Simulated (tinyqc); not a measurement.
Sputter depth profiling of a dopant layer: erosion rate, quantification and the mixing-roughness response. From apparent junction depth back to mixing length at 1 keV. Computed by tinyqc, a small Python program. Command: `OMP_NUM_THREADS=1 python tinyqc.py 3030547 3030548 out.jsonl sims inv`. One thread of a shared host (Intel(R) Xeon(R) Processor @ 2.30GHz), about 0.3 s of CPU time with the checks.

A rastered ion beam erodes silicon (49.94 atoms per nm^3). The measured profile is the true one convolved with a depth response.

Inputs (values chosen for the exercise, modelled on a dopant in silicon under an oxygen or caesium beam):

| quantity | value | unit |
|---|---|---|
| beam energy E | 0.27 | keV |
| beam current | 31 | nA |
| raster side | 400 | um |
| sputter yield at 1 keV | 1.1 | - |
| roughness sigma | 0.95 | nm |
| depth of the top edge z0 | 40 | nm |
| box width b | 9.9 | nm |
| box concentration C | 3.4e+18 | 1/cm^3 |
| relative sensitivity factor RSF | 8.3e+20 | 1/cm^3 |
| matrix count rate | 3.7e+06 | 1/s |
| background count rate | 1.6 | 1/s |
| counting time per point | 2 | s |
| level that defines the junction C_B | 7e+16 | 1/cm^3 |

True profile: box.

Constants: e = 1.602176634e-19 C.

Method:
- Scaling chosen for the exercise: yield Y = Y1 E^0.5, mixing length w = w1 E^0.5 (E in keV).
- Erosion rate = Y I/(e x raster^2 x density); depth step = rate x counting time; concentration = RSF x counts/matrix counts; detection limit = RSF x 3 sqrt(background x time)/(matrix rate x time).
- Mixing alone turns a layer at z0 into (1/w) exp(-(z - z0 + w)/w) for z > z0 - w; roughness adds a Gaussian of width sigma. With x = z - z0 + w: g(x) = (1/(2w)) exp(sigma^2/(2 w^2) - x/w) erfc((sigma/w - x/sigma)/sqrt2), and its integral G(x) = (1/2) erfc(-x/(sigma sqrt2)) - w g(x). Measured: C [G(x) - G(x - b)].
- Find the maximum, the full width at half maximum and the deep point where the profile falls to C_B; far down, the trailing edge decays by w ln(10) per decade.

Problem. A run gave the result below. Find the mixing length at 1 keV, known to lie between 1.6 and 2.4 nm.

apparent junction depth = 53.17947 nm

Solution.

Each step takes the trial c = (a f_b - b f_a)/(f_b - f_a), f being the result less the target and a, b, c the logarithms of the listed values; c replaces end b, the old b replaces a if the sign of f changed, and otherwise f_a is halved.

Scan of the range:

| mixing length at 1 keV (nm) | apparent junction depth (nm) |
|---|---|
| 1.60 | 52.8392 |
| 1.71 | 52.9693 |
| 1.83 | 53.1159 |
| 1.96 | 53.2792 |
| 2.10 | 53.4594 |
| 2.24 | 53.6431 |
| 2.40 | 53.8568 |

False position (Illinois rule, in the logarithm of the input) inside the bracket:

| step | end a | end b | trial | apparent junction depth (nm) |
|---|---|---|---|---|
| 1 | 1.83000 | 1.96000 | 1.87954 | 53.1776 |
| 2 | 1.96000 | 1.87954 | 1.88096 | 53.1794 |
| 3 | 1.96000 | 1.88096 | 1.88104 | 53.1795 |
| 4 | 1.88096 | 1.88104 | 1.88100 | 53.1795 |

Apparent junction depth rises at every point of a 13-point scan of the range (every second point is shown), so one value fits; it is bracketed by 1.83 and 1.96. Answer: mixing length at 1 keV = 1.881 nm.
